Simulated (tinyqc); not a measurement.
Inside a calculation. Model: finite-difference solution of the diffusion equation on a small grid. Computed by tinyqc, a small Python program that keeps every step. Command: `OMP_NUM_THREADS=1 python tinyqc.py 3010860 3010861 out.jsonl fdiff walk`. One thread of a shared host (Intel(R) Xeon(R) Processor @ 2.30GHz), about 0.01 s of CPU time with the checks. Intermediate numbers are printed to about 7 digits and carried at full precision; extremes and crossings named in words are read from the listed rows.

dC/dt = D d2C/dx2 on nodes x_j = j dx, j = 0..11; the far end is sealed.

Inputs (values chosen for the exercise): diffusivity D = 20 nm^2/s; grid spacing dx = 50 nm; time step dt = 33 s; final time t_f = 264 s.

Boundary at x = 0: sealed surface. Scheme: explicit.

start values C_j, j = 0, 1, ... (% of a reference): [0.682, 10.5, 79.2, 100, 63.3, 17.8, 4.46, 0, 0, 0, 0, 0]

## Mesh ratio and operator

The operator M acts as (M C)_j = C_(j-1) - 2 C_j + C_(j+1); at the sealed far end a mirror node gives 2 C_(N-2) - 2 C_(N-1); at j = 0, a mirror node gives 2 C_1 - 2 C_0. r = D dt/dx^2.

mesh ratio r = 0.264

operator M:
```
     0   1   2   3   4   5   6   7
0   -2   2   0   0   0   0   0   0
1    1  -2   1   0   0   0   0   0
2    0   1  -2   1   0   0   0   0
3    0   0   1  -2   1   0   0   0
4    0   0   0   1  -2   1   0   0
5    0   0   0   0   1  -2   1   0
6    0   0   0   0   0   1  -2   1
7    0   0   0   0   0   0   1  -2
8    0   0   0   0   0   0   0   1
9    0   0   0   0   0   0   0   0
10   0   0   0   0   0   0   0   0
11   0   0   0   0   0   0   0   0

     8   9  10  11
0    0   0   0   0
1    0   0   0   0
2    0   0   0   0
3    0   0   0   0
4    0   0   0   0
5    0   0   0   0
6    0   0   0   0
7    1   0   0   0
8   -2   1   0   0
9    1  -2   1   0
10   0   1  -2   1
11   0   0   2  -2
```

## Amplification factors

The mode of M with eigenvalue mu has its amplitude multiplied per step by g = (1 + (1 - theta) r mu)/(1 - theta r mu), with theta = 0 explicit, 1 implicit, 1/2 Crank-Nicolson; the explicit scheme is stable for r up to 2/|mu_min|.

eigenvalues mu of M: [-4.000000, -3.918986, -3.682507, -3.309721, -2.830830, -2.284630, -1.715370, -1.169170, -0.690279, -0.317493, -0.081014, 0.000000]

factors g: [-0.056000, -0.034612, 0.027818, 0.126234, 0.252661, 0.396858, 0.547142, 0.691339, 0.817766, 0.916182, 0.978612, 1.000000]

largest stable r of the explicit scheme = 0.5

The smallest factor is -0.056: the shortest waves flip sign at each step while they decay.

## Time step 1

C at the start (%): [0.682, 10.500, 79.200, 100.000, 63.300, 17.800, 4.460, 0.000, 0.000, 0.000, 0.000, 0.000]

With r = D dt/dx^2: (1 - theta r M) C(new) = (1 + (1 - theta) r M) C(old); theta = 0 explicit, 1 implicit, 1/2 Crank-Nicolson.

C after step 1 (%): [5.86590, 26.04485, 66.55440, 84.82000, 60.97680, 26.29024, 6.80432, 1.17744, 0.00000, 0.00000, 0.00000, 0.00000]

## Time step 2

The formulas are those given above.

C after step 2 (%): [16.52039, 31.41213, 60.68200, 73.70328, 58.11415, 30.30321, 10.46311, 2.35209, 0.31084, 0.00000, 0.00000, 0.00000]

## All steps

The run takes n = round(t_f/dt) steps of length t_f/n. The dose is the trapezoidal sum of C dx; the error is the largest difference from exp(M D t/dx^2) C(0), the exact time evolution on the same grid.

Course of the run:
```
step  t (s)       C_1       C_6  dose (% nm)  largest error
1        33  26.04485   6.80432     13780.05       3.935331
2        66  31.41213  10.46311     13780.05       3.043888
3        99  35.20795  13.55959     13780.05       3.043028
4       132  37.94291  15.99970     13780.05       2.877443
5       165  39.94630  17.85190     13780.05       2.777090
6       198  41.41327  19.23652     13780.05       2.518697
7       231  42.47811  20.26309     13780.05       2.215723
8       264  43.23725  21.02024     13780.05       1.918233
```

C at the end (%): [41.04869, 43.23725, 47.41212, 48.57473, 43.47174, 33.01575, 21.02024, 11.13199, 4.86185, 1.73189, 0.51021, 0.21778]

largest error at t_f = 1.918233 %

final dose = 13780.05 % nm

final C_6 = 21.02024 %

The time-step error at the end is 1.9 on a scale of 48.6. Both ends are sealed, so the dose is conserved exactly, whatever the step.

## The three schemes as the step is halved

Each run reaches t_f in n equal steps; errors are the largest difference from exp(M D t_f/dx^2) C(0). A dash marks unstable explicit runs.

Largest error at t_f (%):
```
steps n        r  explicit  implicit  Crank-Nicolson
4        0.52800         -  3.394742    3.253402e-01
8        0.26400  1.918233  1.784785    7.909304e-02
16       0.13200  0.948899  0.913621    1.962732e-02
32       0.06600  0.470774  0.461826    4.897741e-03
64       0.03300  0.234355  0.232110    1.223868e-03
128      0.01650  0.116908  0.116346    3.059315e-04
256      0.00825  0.058385  0.058244    7.648066e-05
```

From the last two rows, halving the step divides the error by 2.00 (explicit), 2.00 (implicit), 4.00 (Crank-Nicolson): a factor 2 marks first order in dt and 4 second order. The explicit scheme needs n of at least 5 to be stable; the other two are stable at any step.

Checks made by the program: matrix exponential against 4096 Crank-Nicolson steps (relative difference 6e-09).
